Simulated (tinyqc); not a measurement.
Coherent potential approximation for a binary alloy with a semi-elliptic band, step by step. Values are carried at full precision from step to step, so a last printed digit may differ when a step is redone from the rounded ones.

Site levels eA = -x d (share 1 - x) and eB = (1 - x) d (share x), so that their mean, the virtual crystal, is 0. Pure band: G0(z) = 2 (z - sqrt(z - W) sqrt(z + W))/W^2 with principal roots, density -Im G/pi per site. The medium has a self-energy S(z), G = G0(z - S), z = E + i eta. t_i = (e_i - S)/(1 - (e_i - S) G); the CPA demands <t> = (1 - x) tA + x tB = 0. Iteration: start at S = 0, set S(new) = S + <t>/(1 + <t> G), stop when |<t>| < 1e-9 eV.

Constants: hbar = 6.58211957e-16 eV s.

Values chosen for the exercise:
```
symbol  value  unit  meaning
W       3.4    eV    half width of the pure band
x       0.1          fraction of B
d       1.35   eV    eB - eA
eta     0.068  eV    broadening
E       -0.56  eV    energy
```

## First step: the average t-matrix

With S = 0 form G, tA, tB, <t> and the new S.

eA, eB (eV): [-0.1350, 1.2150]

G = -0.09492-0.56856i 1/eV

tA, tB (eV): [-0.1359-0.0106i, 0.7873-0.4876i]

<t> = -0.0436-0.0583i eV
S after one step = -0.0467-0.0586i eV

## The self-consistent medium

Iterate.

Iterations:
```
i             S (eV)           G (1/eV)  |<t>| (eV)
0            0.00000  -0.09492-0.56856i      0.0728
1  -0.04674-0.05856i  -0.08546-0.56002i     0.00126
2  -0.04775-0.05781i  -0.08531-0.56017i    2.10e-05
3  -0.04774-0.05780i  -0.08531-0.56017i    3.51e-07
4  -0.04774-0.05780i  -0.08531-0.56017i    5.86e-09
5  -0.04774-0.05780i  -0.08531-0.56017i    9.77e-11
```

S = -0.04774-0.05780i eV
G = -0.08531-0.56017i 1/eV

Converged at i = 5. The first step gave -0.0467-0.0586i eV.

## Densities on A and B, and the lifetime

G_i = G/(1 - (e_i - S) G); densities -Im G_i/pi; their weighted sum must be -Im G/pi. Lifetime hbar/(2 |Im S|), which has a meaning only while |Im S| is small against W. Weak-scattering value of S: x (1 - x) d^2 G.

densities (1/eV): on A 0.1866, on B 0.1036, weighted sum 0.1783, medium 0.1783

lifetime = 5.69 fs
weak-scattering S = -0.0140-0.0919i eV

An A site carries the larger density here, by a factor 1.80; the weak-scattering value is 64 % from S.

## Checks

- Weighted sum of the partial densities against the density of the medium: both 0.17831.

Computed by tinyqc, a small Python program: `OMP_NUM_THREADS=1 python tinyqc.py 1450954 1450955 out.jsonl` (the numbers bound the seed that draws the inputs); one thread of a shared host (Intel(R) Xeon(R) Processor @ 2.30GHz), about 0.01 s for the whole set of steps.
